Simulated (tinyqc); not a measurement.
Inside a calculation. Method: one-electron ion in a basis of Gaussians. One step of it, computed by the program tinyqc.

Task: Matrices over normalised Gaussians. With p = a_i + a_j and I(k) = Gamma((k+1)/2) / (2 p^((k+1)/2)): S = I(2l+2), T = (2l+3) a_i a_j S / p, V = -Z I(2l+1), each divided by sqrt(S_ii S_jj).

exponents of r^l exp(-a r^2) (1/bohr^2): 0.266600  0.941100  3.322000  11.730000

Z = 4

l = 1

Give: S; T; V.

Result:

S:
```
        1       2       3       4
1  1.0000  0.6267  0.1992  0.0472
2  0.6267  1.0000  0.6267  0.1992
3  0.1992  0.6267  1.0000  0.6266
4  0.0472  0.1992  0.6266  1.0000
```

T (hartree):
```
        1       2       3        4
1  0.6665  0.6510  0.2458   0.0615
2  0.6510  2.3527  2.2979   0.8676
3  0.2458  2.2979  8.3050   8.1103
4  0.0615  0.8676  8.1103  29.3250
```

V (hartree):
```
         1        2        3         4
1  -2.1972  -2.0723  -1.1356   -0.4918
2  -2.0723  -4.1282  -3.8935   -2.1332
3  -1.1356  -3.8935  -7.7560   -7.3145
4  -0.4918  -2.1332  -7.3145  -14.5743
```
